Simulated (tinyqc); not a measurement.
Inside a calculation. Method: CIS on RHF in the sto-3g basis, for H3+, spin multiplicity 1. Computed by tinyqc, a small Python program that keeps every step (integrals from PySCF). Settings: charge = 1, multiplicity = 1, basis = sto-3g, method = RHF, energy threshold = 1e-10, iteration cap = 80, orthogonalisation = canonical, start = atomic densities, DIIS depth = 6. Command: `OMP_NUM_THREADS=1 python tinyqc.py 29873 29874 out.jsonl` (the two numbers bound the seeds that draw the settings). One thread of a shared host (Intel(R) Xeon(R) Processor @ 2.60GHz), about 0.04 s of CPU time with the checks. The early iterations of the SCF are left out here.

## One-electron integrals

Geometry (angstrom):
```
atom        x        y        z
H     0.00000  0.00000  0.00000
H     0.00000  0.00000  1.07500
H     0.00000  0.93100  0.53800
```

Basis sto-3g: exponents (1/bohr^2) and contraction coefficients of normalised primitives:
```
element  l (shell)  exponent  coefficient
H            s (1)   3.42525      0.15433
H            s (1)   0.62391      0.53533
H            s (1)   0.16886      0.44463
```

Overlap, kinetic and nuclear-attraction integrals over the contracted functions; the nuclear repulsion is the sum of Za Zb / Rab.

nuclear repulsion = 1.4767556 hartree

overlap S, lower triangle:
```
         1H 1s    2H 1s    3H 1s
1H 1s  1.00000
2H 1s  0.45342  1.00000
3H 1s  0.45327  0.45355  1.00000
```

kinetic energy T (hartree), lower triangle:
```
         1H 1s    2H 1s    3H 1s
1H 1s  0.76003
2H 1s  0.08581  0.76003
3H 1s  0.08572  0.08588  0.76003
```

nuclear attraction V (hartree), lower triangle:
```
          1H 1s     2H 1s     3H 1s
1H 1s  -2.18850
2H 1s  -0.93647  -2.18870
3H 1s  -0.93611  -0.93678  -2.18859
```

core Hamiltonian H = T + V (hartree), lower triangle:
```
          1H 1s     2H 1s     3H 1s
1H 1s  -1.42846
2H 1s  -0.85067  -1.42867
3H 1s  -0.85039  -0.85090  -1.42856
```

## Two-electron integrals

Functions are numbered as in S; the eight-fold symmetry (ij|kl) = (ji|kl) = (kl|ij) leaves the list below.

Two-electron integrals (ij|kl) in chemists' order, unique and non-zero (hartree):
```
(11|11) 0.77461   (21|11) 0.27603   (21|21) 0.12920   (22|11) 0.45430
(22|21) 0.27603   (22|22) 0.77461   (31|11) 0.27592   (31|21) 0.11525
(31|22) 0.21692   (31|31) 0.12911   (32|11) 0.21700   (32|21) 0.11531
(32|22) 0.27613   (32|31) 0.11528   (32|32) 0.12928   (33|11) 0.45422
(33|21) 0.21696   (33|22) 0.45437   (33|31) 0.27592   (33|32) 0.27613
(33|33) 0.77461
```

## Orthogonalisation

S = U s U^T; canonical form X = U s^(-1/2), so that X^T S X = 1. Each column of U has its largest component positive (the first on a tie).

eigenvalues of S: 0.54643  0.54675  1.90682

X:
```
              1         2        3
1H 1s  -0.31014   1.05987  0.41806
2H 1s   1.07310  -0.26140  0.41815
3H 1s  -0.76311  -0.79834  0.41810
```

## Iteration 4 (converged): orbitals

converged F (hartree), lower triangle:
```
          1H 1s     2H 1s     3H 1s
1H 1s  -0.71615
2H 1s  -0.66506  -0.71634
3H 1s  -0.66490  -0.66519  -0.71624
```

Diagonalise F' = X^T F X, C = X C', fill 1 alpha and 1 beta electrons from the bottom; D = 2 C_occ C_occ^T. Each column has its largest component positive (the first on a tie).

F' = X^T F X (hartree), lower triangle:
```
          1         2         3
1  -0.09348
2   0.00000  -0.09385
3  -0.00002   0.00002  -1.07317
```

orbital energies (hartree): MO1 -1.07317, MO2 -0.09385, MO3 -0.09348

coefficients C:
```
           MO1       MO2       MO3
1H 1s  0.41803   1.05988  -0.31015
2H 1s  0.41818  -0.26139   1.07309
3H 1s  0.41810  -0.79833  -0.76312
```

D after iteration 4, lower triangle:
```
         1H 1s    2H 1s    3H 1s
1H 1s  0.34950
2H 1s  0.34962  0.34975
3H 1s  0.34956  0.34968  0.34962
```

## Convergence

Stop when the energy changes by less than 1e-10 hartree and every element of the error matrix X^T (F D S - S D F) X is below 3e-06.

Course of the cycle:
```
iteration  E (hartree)     change  largest element of the error matrix
1           -0.6803998          -                             4.32e-05
2           -1.2378148  -5.57e-01                             2.08e-05
3           -1.2378148  -3.84e-10                             7.68e-06
4           -1.2378148  -6.04e-11                             1.19e-07
```

PySCF RHF in the same basis = -1.2378148 hartree

Converged in 4 iterations.

## Integrals over molecular orbitals

(pq|rs) = sum C_ip C_jq C_kr C_ls (ij|kl), one index at a time.

one-electron integrals over orbitals h = C^T H C (hartree), lower triangle:
```
          1         2         3
1  -1.64140
2   0.00004  -1.05742
3  -0.00004   0.00000  -1.05718
```

Two-electron integrals over orbitals (pq|rs), unique and non-zero (hartree):
```
(11|11) 0.56824     (21|11) -3.67e-05   (21|21) 0.14467     (22|11) 0.55412
(22|21) 0.06480     (22|22) 0.64128     (31|11) 4.21e-05    (31|22) -0.07429
(31|31) 0.14468     (32|11) 8.07e-09    (32|21) -0.07432    (32|22) -3.15e-05
(32|31) -0.06478    (32|32) 0.07794     (33|11) 0.55419     (33|21) -0.06481
(33|22) 0.48544     (33|31) 0.07430     (33|32) 3.15e-05    (33|33) 0.64131
```

## CIS matrix, singlets

A(ia,jb) = (e_a - e_i) d_ij d_ab + 2 (ia|jb) - (ij|ab).

CIS matrix A, singlet (hartree):
```
         1>2      1>3
1>2  0.71454  0.00000
1>3  0.00000  0.71485
```

## CIS singlet states

dipole integrals <i|r|a> (bohr):
```
           x         y         z
1>2  0.00000  -0.72041  -0.68870
1>3  0.00000  -0.68855   0.72025
```

Diagonalise A (1 hartree = 27.211386 eV); each vector has its largest component positive (the first on a tie). The transition dipole is mu = sqrt2 sum c_ia <i|r|a>.

singlet excitation energies (eV): 19.44358  19.45201

lowest vectors:
```
     state 1  state 2
1>2  1.00000  0.00000
1>3  0.00000  1.00000
```

oscillator strengths 2/3 w |mu|^2: 0.94633  0.94633

## CIS matrix, triplets

A(ia,jb) = (e_a - e_i) d_ij d_ab - (ij|ab).

CIS matrix A, triplet (hartree):
```
         1>2      1>3
1>2  0.42519  0.00000
1>3  0.00000  0.42550
```

## CIS triplet states

Diagonalise A (1 hartree = 27.211386 eV); each vector has its largest component positive (the first on a tie).

triplet excitation energies (eV): 11.57011  11.57833

lowest vectors:
```
     state 1   state 2
1>2  1.00000  -0.00003
1>3  0.00003   1.00000
```
